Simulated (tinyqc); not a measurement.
The best anneal temperature for the time t: solubility, supersaturation, precipitation and gettering of an impurity in a silicon-like host. Computed by tinyqc, a small Python program. Command: `OMP_NUM_THREADS=1 python tinyqc.py 3025469 3025470 out.jsonl ripen walk`. One thread of a shared host (Intel(R) Xeon(R) Processor @ 2.30GHz), about 0.01 s of CPU time with the checks.

The wafer was saturated at T1 and is then held at T.

Inputs (values chosen for the exercise, modelled on cobalt in silicon):

| quantity | value | unit |
|---|---|---|
| site density N0 | 5e+22 | 1/cm^3 |
| enthalpy of solution H | 2.78 | eV |
| entropy of solution S | 7.1 | k_B |
| diffusion prefactor D0 | 0.00085 | cm^2/s |
| migration energy Q | 0.537 | eV |
| temperature of saturation T1 | 1200 | K |
| anneal temperature T | 719 | K |
| sink density n | 1.9e+09 | 1/cm^3 |
| initial sink radius r0 | 2.9 | nm |
| impurity density in the precipitate C_p | 5.4e+22 | 1/cm^3 |
| interface energy gamma | 0.34 | J/m^2 |
| anneal time t | 82 | s |

Constants: k_B = 8.617333262e-05 eV/K; k_B = 1.380649e-23 J/K.

Method:
- C_eq(T) = N0 exp(S/k_B - H/(k_B T)); D(T) = D0 exp(-Q/(k_B T)); C0 = C_eq(T1). Supersaturation s = C0/C_eq(T); critical radius r* = 2 gamma/(C_p k_B T ln s); barrier W* = (4 pi/3) gamma r*^2. Strain energy is left out.
- r_f = [r0^3 + 3 (C0 - C_eq)/(4 pi n C_p)]^(1/3), tau_f = 1/(4 pi n r_f D).
- Growing sinks: with y = r/r_f and y0 = r0/r_f, dy/dt = (1 - y^3)/(3 tau_f y), which integrates to t/tau_f = F(y) - F(y0), F(y) = (1/2) ln[(1 + y + y^2)/(1 - y)^2] - sqrt(3) arctan[(2y + 1)/sqrt(3)]; the share of the excess left is (1 - y^3)/(1 - y0^3), and C(t) = C_eq + (C0 - C_eq) x share.

C0 = 1.27931e+14 1/cm^3

Dissolved share after t:

| T (K) | C_eq/C0 | tau_f (s) | C(t)/C0 |
|---|---|---|---|
| 540 | 5.3698e-15 | 7.3861e+03 | 0.99527 |
| 624 | 1.6697e-11 | 1.5623e+03 | 0.97709 |
| 720 | 1.6457e-08 | 4.1255e+02 | 0.90773 |
| 816 | 3.2037e-06 | 1.4902e+02 | 0.72963 |
| 912 | 2.0559e-04 | 6.6706e+01 | 0.43103 |
| 1008 | 5.9717e-03 | 3.4859e+01 | 0.16063 |
| 1092 | 7.0030e-02 | 2.2115e+01 | 0.10848 |
| 1152 | 3.2623e-01 | 1.8108e+01 | 0.33814 |

What does the comparison show, and why?

The lowest dissolved share among these rows is 0.11 at 1092 K. Above it solubility sets the floor; below it diffusion is too slow for this time. Solubility falls with H = 2.78 eV and diffusion with Q = 0.537 eV. Caution: the barrier to homogeneous nucleation is below 35 k_B T for these inputs, so new precipitates would form and outnumber the fixed sinks assumed here.

Extremes, crossings and ranges named in words are read from the listed rows.
